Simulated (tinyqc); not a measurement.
LCCD on RHF in the sto-3g basis, for H3-, spin multiplicity 1, step by step. The basis has no diffuse functions, so it cannot describe the extra electron: this is an exercise in the method, not the real anion. One step of it, computed by the program tinyqc.

Task: LCCD: starting amplitudes. t_ij^ab = <ij||ab> / (e_i + e_j - e_a - e_b), whose energy is MP2.

orbital energies (hartree): [-0.135400, 0.196737, 0.975237]

Two-electron integrals over orbitals (pq|rs), unique and non-zero (hartree):
```
(11|11) 0.532965    (21|11) -0.000097   (21|21) 0.157812    (22|11) 0.471253
(22|21) 0.000106    (22|22) 0.527268    (31|11) 0.075008    (31|21) 0.000065
(31|22) -0.050731   (31|31) 0.139837    (32|11) 0.000101    (32|21) -0.140382
(32|22) -0.000117   (32|31) -0.000026   (32|32) 0.142518    (33|11) 0.551935
(33|21) -0.000043   (33|22) 0.484785    (33|31) 0.093579    (33|32) 0.000062
(33|33) 0.603804
```

Give: Starting amplitudes; correlation energy.

Result:

Starting amplitudes (spin orbitals 1a, 1b, ...; amplitudes related by a flip of all spins are not repeated):
```
from      to         t
2a 2b  3a 3b   -0.0915
1a 1b  3a 3b   -0.0630
1a 2b  3a 3b  1.35e-05
```

correlation energy = -0.021848 hartree
